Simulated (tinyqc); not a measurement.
From results back to parameters: carrier statistics of a doped semiconductor with parabolic bands. Five cases, with inputs chosen for the exercise.

Problem. With Boltzmann statistics and no minority carriers, n (n + NA)/(ND - NA - n) = K(T) = (N(T)/2) exp(-E/kB T), E the ionisation energy of the majority dopant and N = 2 (m kB T/(4 pi c))^(3/2) with c = hbar^2/2m0, in 1/angstrom^3; times 1e24 for 1/cm^3, m = m_d. E = ED is known; the two densities were computed from hidden ND and NA.

Constants: hbar^2/2m0 = 3.80998211 eV angstrom^2; kB = 8.617333262e-05 eV/K.

Find: K(Ta), K(Tb); ND; NA.

Method. Each temperature gives one linear equation, K ND - (K + n) NA = n^2 + K n; solve the pair.

Case 1.

Values chosen (near those of Si; not measured data):
- ED = 0.0454 eV (donor level below Ec)
- m_d = 1.054 m0 (density-of-states mass of the majority band)
- Ta = 61 K
- Tb = 143 K

n(Ta) = 5.504024e+14 1/cm^3
n(Tb) = 7.694213e+15 1/cm^3

Solution.

K(Ta), K(Tb) (1/cm^3): 2.209e+14  1.122e+17

ND = 1.10e+16 1/cm^3
NA = 2.60e+15 1/cm^3

Case 2.

Values chosen (near those of GaN; not measured data):
- ED = 0.0218 eV (donor level below Ec)
- m_d = 0.196 m0 (density-of-states mass of the majority band)
- Ta = 28 K
- Tb = 47 K

n(Ta) = 7.461606e+12 1/cm^3
n(Tb) = 6.254723e+13 1/cm^3

Solution.

K(Ta), K(Tb) (1/cm^3): 3.700e+12  3.103e+14

ND = 1.10e+14 1/cm^3
NA = 2.90e+13 1/cm^3

Case 3.

Values chosen (near those of Ge; not measured data):
- ED = 0.012 eV (donor level below Ec)
- m_d = 0.556 m0 (density-of-states mass of the majority band)
- Ta = 19 K
- Tb = 38 K

n(Ta) = 5.401932e+13 1/cm^3
n(Tb) = 9.002270e+14 1/cm^3

Solution.

K(Ta), K(Tb) (1/cm^3): 5.440e+13  6.007e+15

ND = 2.30e+15 1/cm^3
NA = 1.10e+15 1/cm^3

Case 4.

Values chosen (near those of SiC; not measured data):
- ED = 0.0605 eV (donor level below Ec)
- m_d = 0.81 m0 (density-of-states mass of the majority band)
- Ta = 90 K
- Tb = 209 K

n(Ta) = 5.628489e+14 1/cm^3
n(Tb) = 4.543709e+16 1/cm^3

Solution.

K(Ta), K(Tb) (1/cm^3): 6.153e+14  1.849e+17

ND = 1.60e+17 1/cm^3
NA = 8.30e+16 1/cm^3

Case 5.

Values chosen (near those of InP; not measured data):
- ED = 0.00595 eV (donor level below Ec)
- m_d = 0.077 m0 (density-of-states mass of the majority band)
- Ta = 10 K
- Tb = 18 K

n(Ta) = 1.145298e+13 1/cm^3
n(Tb) = 6.152254e+13 1/cm^3

Solution.

K(Ta), K(Tb) (1/cm^3): 1.637e+12  8.503e+13

ND = 1.10e+14 1/cm^3
NA = 2.30e+12 1/cm^3

Computed by tinyqc, one run a case: `OMP_NUM_THREADS=1 python tinyqc.py N N+1 out.jsonl` with N = 1680069, 1680427, 1680617, 1680673, 1680863; one thread of a shared Intel(R) Xeon(R) Processor @ 2.30GHz, about 0.01 s a run at most.
